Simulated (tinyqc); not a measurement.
Inside a calculation. Method: LDA (VWN5) atom on a uniform radial grid, spin-unpolarised, for He. Computed by tinyqc, a small Python program that keeps every step. Settings: Z = 2, points = 64, R = 7.2, functional = lda,vwn, mixing = 1.0, iteration cap = 87. Command: `OMP_NUM_THREADS=1 python tinyqc.py 29897 29898 out.jsonl` (the two numbers bound the seeds that draw the settings). One thread of a shared host (Intel(R) Xeon(R) Processor @ 2.60GHz), about 0.02 s of CPU time with the checks. Later iterations appear only in the table of the cycle.

## Iteration 1

Spherical atom on a uniform radial grid r_j = j h with h = R/(N + 1), h sum u^2 = 1 and integrals as h times sums, u(0) = u(R) = 0 (atomic units):
```
parameter           value
Z                       2
points N               64
R                7.200000
h                0.110769
mixing           1.000000
electrons in 1s         2
```

Three-point differences turn -u''/2 + [l(l+1)/2r^2 - Z/r + V] u = e u into a tridiagonal matrix (diagonal 1/h^2 + potential, off-diagonal -1/2h^2). D = sum f u^2; the Hartree potential y/r solves y'' = -D/r with y(0) = 0, y(R) = N_e; v_xc comes from rho = D/(4 pi r^2); E = sum f e - int D V + int D (V_H/2 + eps_xc); V(new) = V + mixing (V_H + v_xc - V).

eigenvalues (hartree): 1s -1.976045

Every 4th grid point:
```
r             V in     u(1s)         D       V_H       v_xc
0.443077  0.000000  1.028208  2.114422  3.062685  -1.014003
0.886154  0.000000  0.853767  1.457837  2.073859  -0.584493
1.329231  0.000000  0.531691  0.565391  1.476924  -0.340160
1.772308  0.000000  0.294325  0.173254  1.124029  -0.199697
2.215385  0.000000  0.152745  0.046662  0.902046  -0.117947
2.658462  0.000000  0.076098  0.011582  0.752193  -0.069801
3.101538  0.000000  0.036860  0.002717  0.644821  -0.041206
3.544615  0.000000  0.017489  0.000612  0.564233  -0.024179
3.987692  0.000000  0.008169  0.000133  0.501543  -0.014073
4.430769  0.000000  0.003768  0.000028  0.451389  -0.008122
4.873846  0.000000  0.001721  0.000006  0.410354  -0.004650
5.316923  0.000000  0.000779  1.21e-06  0.376157  -0.002644
5.760000  0.000000  0.000349  2.43e-07  0.347222  -0.001492
6.203077  0.000000  0.000153  4.66e-08  0.322421  -0.000829
6.646154  0.000000  0.000061  7.34e-09  0.300926  -0.000432
7.089231  0.000000  0.000010  2.13e-10  0.282118  -0.000129
```

total energy = -2.64973441 hartree

## Iteration 2

As before.

eigenvalues (hartree): 1s -0.366084

Every 4th grid point:
```
r             V in     u(1s)         D       V_H       v_xc
0.443077  2.048682  0.813324  1.322992  2.436021  -0.874637
0.886154  1.489366  0.810794  1.314775  1.816884  -0.566047
1.329231  1.136764  0.652321  0.851046  1.382621  -0.385482
1.772308  0.924332  0.486597  0.473554  1.090560  -0.270551
2.215385  0.784099  0.349746  0.244644  0.890198  -0.193707
2.658462  0.682392  0.246260  0.121288  0.747958  -0.140707
3.101538  0.603614  0.171314  0.058697  0.643290  -0.103327
3.544615  0.540054  0.118290  0.027985  0.563675  -0.076498
3.987692  0.487470  0.081250  0.013203  0.501340  -0.056959
4.430769  0.443267  0.055536  0.006169  0.451317  -0.042549
4.873846  0.405703  0.037704  0.002843  0.410329  -0.031790
5.316923  0.373514  0.025278  0.001278  0.376150  -0.023636
5.760000  0.345730  0.016497  0.000544  0.347220  -0.017316
6.203077  0.321592  0.010104  0.000204  0.322420  -0.012204
6.646154  0.300494  0.005176  0.000054  0.300926  -0.007683
7.089231  0.281989  0.000999  2.00e-06  0.282118  -0.002579
```

total energy = -2.76624053 hartree

## Convergence

Stop when input and output potentials agree to 1e-7.

Course of the cycle (hartree):
```
iteration            E      e(1s)  largest |V(out) - V(in)|
1          -2.64973441  -1.976045                  2.36e+00
2          -2.76624053  -0.366084                  7.28e-01
3          -2.78863005  -0.659296                  3.22e-01
4          -2.79283631  -0.518199                  1.41e-01
5          -2.79367187  -0.577391                  6.28e-02
6          -2.79383477  -0.550604                  2.78e-02
7          -2.79386684  -0.562354                  1.23e-02
8          -2.79387312  -0.557126                  5.46e-03
9          -2.79387435  -0.559437                  2.42e-03
10         -2.79387460  -0.558412                  1.07e-03
11         -2.79387464  -0.558866                  4.74e-04
12         -2.79387465  -0.558665                  2.10e-04
13         -2.79387466  -0.558754                  9.31e-05
14         -2.79387466  -0.558715                  4.13e-05
15         -2.79387466  -0.558732                  1.83e-05
16         -2.79387466  -0.558724                  8.10e-06
17         -2.79387466  -0.558728                  3.59e-06
18         -2.79387466  -0.558726                  1.59e-06
19         -2.79387466  -0.558727                  7.04e-07
20         -2.79387466  -0.558727                  3.12e-07
21         -2.79387466  -0.558727                  1.38e-07
22         -2.79387466  -0.558727                  6.12e-08
```

Converged in 22 iterations. A uniform grid resolves the cusp poorly: for a bare nucleus this grid gives 1s at -1.97604 against -Z^2/2 = -2 hartree. Before convergence this energy mixes input and output and is not variational, so it may rise towards its limit.
